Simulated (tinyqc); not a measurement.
Tunnelling through a gate dielectric, WKB transmission and Tsu-Esaki current: one step of the calculation.

Electrons leave the emitter at x = 0. Energies E (motion across the layers) are in eV from the emitter Fermi level; the collector Fermi level lies at -V and offers states at every E. No charge in the dielectric and no image force: F1 = V/t1, U = phi1 - F1 x. With C = hbar^2/(2 m0), kappa = sqrt(m (U - E)/C) where U > E and 0 elsewhere; T(E) = exp(-S), S = 2 times the integral of kappa over x.

Problem. WKB exponent in closed form. Each layer adds (2/F) sqrt(m/C) [G(u at its left edge) - G(u at its right edge)] to S, with u = U - E (0 where negative) and G(u) = (2/3) u^1.5. The slope follows from 1/d = -dS/dE.

Inputs (values chosen for the exercise); dielectric values close to those of aluminium oxide: barrier of layer 1 above the emitter Fermi level at zero bias phi1 = 2.66 eV; tunnelling mass of layer 1 m1 = 0.4 m0; thickness of layer 1 t1 = 1.2 nm; voltage across the dielectric V = 0.2 V; energy of the electron followed E = 0 eV.

Constants: q = 1.602176634e-19 C, hbar = 1.054571817e-34 J s, m0 = 9.1093837015e-31 kg, hbar^2/(2 m0) = 0.0380998212 eV nm^2. Results are converted to the units shown.

Wanted: S; T(E); energy d over which T(E) grows by a factor e.

Solution.

S = 12.44
T(E) = 3.951e-6
energy d over which T(E) grows by a factor e = 0.4114 eV

The midpoint rule gives S = 12.442, so its T(E) is within 0.01 % of this value. The band edge stays above E through the whole stack: direct tunnelling through a trapezoid.

tinyqc, about 0.02 s, one thread, Intel Xeon 2.30GHz (shared host): `OMP_NUM_THREADS=1 python tinyqc.py 2540086 2540087 out.jsonl`
